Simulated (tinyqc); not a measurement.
Estimate of lattice thermal conductivity from elastic moduli (Slack, Klemens and Cahill formulas): one step, computed by the program tinyqc. Command: `OMP_NUM_THREADS=1 python tinyqc.py 3026961 3026962 out.jsonl slack walk`. One thread of a shared host (Intel(R) Xeon(R) Processor @ 2.30GHz), about 0.01 s of CPU time with the checks.

An isotropic solid.

Problem. Conductivity of the perfect crystal. Slack, an estimate for T near or above Theta_a: kappa = A M Theta_a^3 delta n^(1/3)/(gamma^2 T) in W/(m K), with M in u, delta = V^(1/3) in angstrom, Theta_a = Theta n^(-1/3) and A = 2.43e-6/(1 - 0.514/gamma + 0.228/gamma^2).

Inputs (values chosen for the exercise, for a model crystal):
```
quantity                    value        unit
volume per atom V            34.6  angstrom^3
mean atomic mass M            121           u
atoms per primitive cell n      1           -
temperature T                 400           K
```

Grueneisen parameter: from the Poisson ratio.

Debye temperature Theta = 292.6995 K

Grueneisen parameter gamma = 1.285714

Give: acoustic Debye temperature Theta_a; A; kappa of the perfect crystal.

Solution.

acoustic Debye temperature Theta_a = 292.7 K

A = 3.292e-06

kappa of the perfect crystal = 49.23 W/(m K)
